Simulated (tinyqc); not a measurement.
Spin curve: spin coating of a resist or spin-on film: centrifugal thinning, evaporation and the final thickness (Emslie and Meyerhofer models). Computed by tinyqc, a small Python program. Command: `OMP_NUM_THREADS=1 python tinyqc.py 3111578 3111579 out.jsonl spincoat walk`. One thread of a shared host (Intel(R) Xeon(R) Processor @ 2.30GHz), about 0.08 s of CPU time with the checks.

A Newtonian film stays uniform over the wafer; solvent and solids have the same density and the concentration is uniform through the thickness.

Inputs (values chosen for the exercise, of the order of those of a polymer resist in an ester solvent):

| quantity | value | unit |
|---|---|---|
| solids volume fraction c0 | 0.11 | - |
| kinematic viscosity of the solvent nu_s | 1.6 | mm^2/s |
| viscosity constant k | 1600 | mm^2/s |
| viscosity exponent gamma | 3.1 | - |
| spin speed f | 1500 | rpm |
| evaporation rate at 1000 rpm e0 | 0.087 | micrometre/s |
| starting thickness h0 | 200 | micrometre |
| wafer radius R | 100 | mm |

Method:
- omega = 2 pi f/60; nu(c) = nu_s + k c^gamma; evaporation rate e = e0 sqrt(f/1000 rpm).
- Flow constant K = 2 omega^2/(3 nu(c0)); Reynolds number of the air omega R^2/nu_air with nu_air = 15 mm^2/s.
- Meyerhofer estimate: flow rules until (1 - c0) K h^3 = e, then evaporation alone: h_w = (e/((1 - c0) K))^(1/3), dry film c0 h_w.
- Full model for solids s and liquid l per area, h = s + l, c = s/h: ds/dt = -c Q, dl/dt = -(1 - c) Q - e, Q = 2 omega^2 h^3/(3 nu(c)); integrated adaptively (relative tolerance 1e-9) until l = 0.

dry film, estimate = 317.625 nm

Dry film against speed:

| f (rpm) | full model (nm) | estimate (nm) | time to dry (s) |
|---|---|---|---|
| 500 | 627.38 | 550.14 | 94.527 |
| 1000 | 443.63 | 389.01 | 47.269 |
| 1500 | 362.22 | 317.62 | 31.514 |
| 2000 | 313.69 | 275.07 | 23.636 |
| 3000 | 256.13 | 224.59 | 15.758 |
| 4000 | 221.81 | 194.50 | 11.818 |
| 6000 | 181.11 | 158.81 | 7.879 |

What follows from these numbers?

The full thickness goes as f^-0.500; the estimate as (e/omega^2)^(1/3) = f^(-1/2). The time to dry goes as f^-1.00. A thickness window of 1 % allows a speed error of about 2 %.
